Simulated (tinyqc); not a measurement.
# Illuminated p-n diode, drift-diffusion by the Gummel loop with Scharfetter-Gummel fluxes: Solar-cell figures against the acceptor density of the p side

Abrupt junction at x = 0, p side from -Lp, n side to Ln, ohmic contacts. psi is counted from the intrinsic level; n = ni exp((psi - phin)/Vt), p = ni exp((phip - psi)/Vt). Contacts: p side psi = V - Vt ln(Na/ni), p = Na, n = ni^2/Na; n side psi = Vt ln(Nd/ni), n = Nd, p = ni^2/Nd. Constant mobilities, D = mu Vt, Boltzmann statistics, SRH recombination through a mid-gap level, U = (n p - ni^2)/(tp (n + ni) + tn (p + ni)). Current is positive from the p contact to the n contact.

ni = sqrt(Nc Nv) exp(-Eg/(2 Vt)), Eg in volts. Poisson and both continuity equations are solved self-consistently with Scharfetter-Gummel fluxes on a graded mesh of 500 nodes. Jsc = -J(0), collected share Jsc/(q G (Lp + Ln)), estimate q G [W + Le tanh(wp/2 Le) + Lh tanh(wn/2 Lh)] at V = 0 with Le = sqrt(Dn tn), Lh = sqrt(Dp tp), W, wp = Lp - xp and wn = Ln - xn from the depletion approximation; J(Voc) = 0; Vmp maximises -J V; FF = Pmax/(Jsc Voc).

Values chosen for this exercise; band and dielectric values close to those of silicon: temperature T = 350 K; band gap Eg = 1.14 eV; relative permittivity eps_r = 11.6; conduction-band density of states at T Nc = 3.58e19 cm^-3; valence-band density of states at T Nv = 3.33e19 cm^-3; donor density of the n side Nd = 1.7e17 cm^-3; electron mobility mun = 920 cm^2/(V s); hole mobility mup = 400 cm^2/(V s); SRH lifetime of electrons tn = 2e-8 s; SRH lifetime of holes tp = 1e-10 s; length of the p side Lp = 1.6 um; length of the n side Ln = 5.5 um; uniform generation rate G = 7e20 cm^-3 s^-1.

Constants: q = 1.602176634e-19 C, kB = 1.380649e-23 J/K, Vt = kB T/q, eps0 = 8.8541878128e-14 F/cm where lengths are in cm. Results are converted to the units shown.

Solar-cell figures against the acceptor density of the p side:
```
Na (cm^-3),Jsc (mA/cm^2),collected share (%),estimate of Jsc (mA/cm^2),Voc (V),Vmp (V),FF,Pmax (mW/cm^2)
4.9e15,15.2,19.1,15.4,0.295,0.218,0.595,2.67
1.1e16,14.5,18.2,14.6,0.319,0.238,0.612,2.84
2.7e16,14.1,17.7,14.2,0.344,0.260,0.631,3.05
6.3e16,13.8,17.4,13.9,0.363,0.278,0.648,3.26
1.5e17,13.7,17.2,13.8,0.374,0.288,0.656,3.36
```

As Na rises from 4.9e15 to 1.5e17, the collected share falls from 19.1 to 17.2 %, Voc rises from 0.295 to 0.374 V and FF rises from 0.595 to 0.656. The estimate of Jsc is within 1.3 % in all rows.

Computed by the program tinyqc: `OMP_NUM_THREADS=1 python tinyqc.py 2240157 2240158 out.jsonl`, one thread of a shared Intel Xeon 2.30GHz, about 0.7 s for the whole run.
